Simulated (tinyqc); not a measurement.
## Magnetoresistance against angle

Conductance G = G0 (1 + P1 P2 cos(phi)) at low bias, phi the angle between the magnetisations, normalised to Rp = RA/area at phi = 0.

Parameters, values chosen for the exercise: diameter Dm = 21 nm; spin polarisation of the reference layer P1 = 0.62; spin polarisation of the free layer P2 = 0.66; resistance-area product, parallel state RA = 2.4 ohm um^2.

Magnetoresistance against angle:
```
phi (degree)  R (kohm)  R/Rp - 1 (%)  share of the full TMR (%)
0                6.929             0                          0
20               7.053         1.782                      1.287
45               7.573         9.296                      6.710
70               8.566         23.62                      17.05
90               9.765         40.92                      29.54
110              11.35         63.85                      46.09
135              13.74         98.30                      70.96
160              15.87         129.0                      93.10
180              16.53         138.5                      100.0
```

R rises from 6.93 to 16.5 kohm, TMR0 = 139 %. It is the conductance that follows cos(phi), so at 90 degrees R has covered only (1 - P1 P2)/2 = 29.5 % of its range.

Numbers from tinyqc (`OMP_NUM_THREADS=1 python tinyqc.py 2450006 2450007 out.jsonl`; about 0.01 s on one thread of a shared Intel Xeon 2.30GHz).
